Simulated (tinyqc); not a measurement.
# Current of a Schottky diode by thermionic-emission-diffusion theory, and its read-back from I-V-T and C-V data, step by step

A worked calculation. Computed by tinyqc, a small Python program that keeps every step. Command: `OMP_NUM_THREADS=1 python tinyqc.py 3031784 3031785 out.jsonl schottky walk`. One thread of a shared host (Intel(R) Xeon(R) Processor @ 2.30GHz), about 0.01 s of CPU time with the checks. Intermediate numbers are printed to about 5 digits and carried at full precision; extremes and crossings named in words are read from the listed rows.

Full ionisation, no tunnelling, no recombination current. V is the voltage across the junction itself, forward positive.

Inputs (values chosen for the exercise, modelled on n-type 4H-SiC):
```
quantity                                     value           unit
Richardson constant A*                         143   A/(cm^2 K^2)
effective density of states at 300 K, N_c  1.6e+19         1/cm^3
permittivity eps                               9.7              -
mobility mu                                    860     cm^2/(V s)
barrier without image force phi_0 (mean)      1.25             eV
doping N                                   6.8e+16         1/cm^3
series resistance R_s                         0.11  milliohm cm^2
junction voltage V                            0.66              V
temperature T                                  300              K
standard deviation sigma                        61            meV
relative change of sigma^2 with bias, rho     0.28            1/V
```

Barrier: Gaussian spread of heights.

Constants: k_B = 8.617333262e-05 eV/K; e = 1.602176634e-19 C; eps_0 = 8.8541878128e-12 F/m.

## Barrier at the given bias

N_c(T) = N_c (T/300 K)^(3/2); V_bi = phi_0 - (k_B T/e) ln(N_c(T)/N); surface field F = sqrt(2 e N (V_bi - V - k_B T/e)/(eps eps_0)); image lowering d_phi = sqrt(e F/(4 pi eps eps_0)); effective barrier phi = phi_0 - d_phi - sigma^2 (1 - rho V)/(2 k_B T).

built-in voltage V_bi = 1.1088 V

surface field F = 103.59 kV/cm

image lowering = 39.215 meV

effective barrier phi = 1.1521 eV

## Current

Collection velocity v_R = A* T^2/(e N_c(T)); diffusion velocity v_D = mu F; J = e N_c(T) v_R/(1 + v_R/v_D) exp(-phi/k_B T) [exp(e V/k_B T) - 1]. Terminal voltage V + J R_s.

v_R = 5.0205e+06 cm/s

v_D = 8.9088e+07 cm/s

current density J = 0.065851 A/cm^2

terminal voltage = 0.66001 V

v_D/v_R = 17.7: emission over the barrier limits the current.

## Read-back from the I-V curve

Ideality n = (e/k_B T)/(d ln J/dV) by a central difference of +/- 1 mV; J_0 = J exp(-e V/(n k_B T)); apparent barrier phi_IV = k_B T ln(A* T^2/J_0); a C-V plot gives phi_CV = phi_0, the mean without lowering.

ideality factor n = 1.0471

extrapolated J_0 = 1.6964e-12 A/cm^2

apparent barrier phi_IV = 1.1239 eV

phi_CV - phi_IV = 126.14 meV

n exceeds 1 because forward bias lowers the field, which weakens the image lowering, and narrows the spread of barriers.

## Temperature series and Richardson plot

A least-squares line of ln(J_0/T^2) against 1/(k_B T) gives a barrier (minus the slope) and a Richardson constant (exp of the intercept).

At the same junction voltage:
```
T (K)  1/k_B T (1/eV)       n  J_0 (A/cm^2)  phi_IV (eV)  ln(J_0/T^2)
200            58.023  1.0546    2.2043e-21       1.0879      -58.161
250            46.418  1.0495    3.8378e-16       1.1095      -46.539
300            38.682  1.0471    1.6964e-12       1.1239      -38.510
350            33.156  1.0464    8.2303e-10       1.1339      -32.634
400            29.011  1.0471    9.5593e-08       1.1412      -28.146
450            25.788  1.0491    4.1825e-06       1.1465      -24.603
```

barrier from the Richardson plot = 1.0410 eV

Richardson constant from the plot = 7.3485 A/(cm^2 K^2)

From 200 to 450 K n goes from 1.055 to 1.049 and phi_IV from 1.088 to 1.147 eV. The plot returns 1.041 eV against phi_0 = 1.25 and a constant 0.0514 times the true A*: a spread of barriers lets cold carriers pick the low patches, which bends the plot and lowers both numbers.

## Forward curve with series resistance

Terminal voltage V + J R_s; apparent ideality from neighbouring rows, (e/k_B T) dV_terminal/d ln J.

Forward curve; the last column belongs to the interval up to the next row:
```
V (V)  J (A/cm^2)  terminal voltage (V)  apparent n
0.264  2.6606e-08                0.2640       1.037
0.367  1.2405e-06                0.3670       1.039
0.470  5.7410e-05                0.4700       1.042
0.572  2.5350e-03                0.5720       1.046
0.675  1.1459e-01                0.6750       1.057
0.778  5.0711e+00                0.7786       1.295
0.880  2.0859e+02                0.9029      10.321
0.983  8.1681e+03                1.8815           -
```

The resistance takes over where J R_s exceeds k_B T/e, at J = 235 A/cm^2; the apparent ideality climbs from 1.04 to 10.3, so barrier and n must be read below that current.

Checks made by the program: v_D = mu F against the drift-diffusion integral over the parabolic barrier, a ratio 2 y Dawson(y) with y^2 = (V_bi - V)/(k_B T/e) - 1 (relative difference 3e-02).
